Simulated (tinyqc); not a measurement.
Conduction-band offset of an n-N heterojunction from carrier-profile moments: two steps of the calculation.

Layer 1 (x < 0) accumulates electrons and layer 2 (x > 0) is depleted. Boltzmann statistics. The bands bend down by V1 in layer 1 and up by V2 in layer 2, with V1 + V2 = VD = dE + Vt ln[(N2/Nc2)/(N1/Nc1)].

Inputs (values chosen for the exercise); values of the order of III-V alloys:

| symbol | value | unit | meaning |
|---|---|---|---|
| T | 200 | K | temperature |
| eps_r | 12 |  | relative permittivity of both layers |
| Nc1 | 2.4e17 | cm^-3 | density of states of the narrow-gap layer 1 |
| Nc2 | 7.8e17 | cm^-3 | density of states of the wide-gap layer 2 |
| dE | 0.26 | eV | conduction-band offset |
| N1 | 6.5e15 | cm^-3 | donor density in layer 1 |
| N2 | 1.1e16 | cm^-3 | donor density in layer 2 |
| si | 0 | cm^-2 | fixed charge at the interface |

Constants: q = 1.602176634e-19 C, kB = 1.380649e-23 J/K, Vt = kB T/q, eps0 = 8.8541878128e-14 F/cm where lengths are in cm. Results are converted to the units shown.

Question 1. Division of the diffusion potential. Sheet densities from the first integral: Q1 = sqrt((2 eps0 eps_r Vt N1/q)(exp(u1) - u1 - 1)) extra electrons, Q2 = sqrt((2 eps0 eps_r Vt N2/q)(exp(-u2) + u2 - 1)) missing ones, u = V/Vt; neutrality Q1 = Q2 + si. Q1 - Q2 rises steadily with V1, so V1 follows by bisection.

Give: VD; V1; V2; Q1; n at x = 0-; n at x = 0+.

Answer 1.

VD = 0.24875 V
V1 = 0.052962 V
V2 = 0.19579 V
Q1 = 1.6140e11 cm^-2
n at x = 0- = 1.4044e17 cm^-3
n at x = 0+ = 1.2813e11 cm^-3

n drops across the interface by 1.10e6 = (Nc1/Nc2) exp(dE/Vt).

Question 2. Offset from the moments. A C-V profile smears n(x) but keeps its zeroth and first moments: si = -int (N - n) dx, VD = (q/(eps0 eps_r)) int (N - n) x dx, dE = VD - Vt ln[(N2/Nc2)/(N1/Nc1)]. Use the trapezoidal rule on each side.

```
left point  -x (nm)  n in layer 1 (cm^-3)
0                 0            1.40438e17
1              0.97            1.23106e17
2              5.88            7.17052e16
3              16.9            3.31212e16
4              35.6            1.64561e16
5              63.7            1.00728e16
6               102            7.68908e15
7               153            6.82511e15
8               216            6.57055e15
9               294            6.51091e15
```

```
right point  x (nm)  n in layer 2 (cm^-3)
0                 0            1.28132e11
1              21.4            2.11062e12
2              52.7            5.74801e13
3              89.3            8.39130e14
4               130            4.25318e15
5               173            8.31499e15
6               220            1.02824e16
7               269            1.08375e16
8               320            1.09663e16
9               372            1.09933e16
```

Find: si; VD; dE.

Answer 2.

si = 1.320e10 cm^-2
VD = 0.2476 V
dE = 0.2589 eV

On these few points dE comes out -1.1 meV from the true 0.26 eV, and si misses by 1.3e10 cm^-2, 8.2 % of Q1.

Program tinyqc, `OMP_NUM_THREADS=1 python tinyqc.py 2410020 2410021 out.jsonl`; Intel Xeon 2.30GHz, shared host, one thread, about 0.07 s.
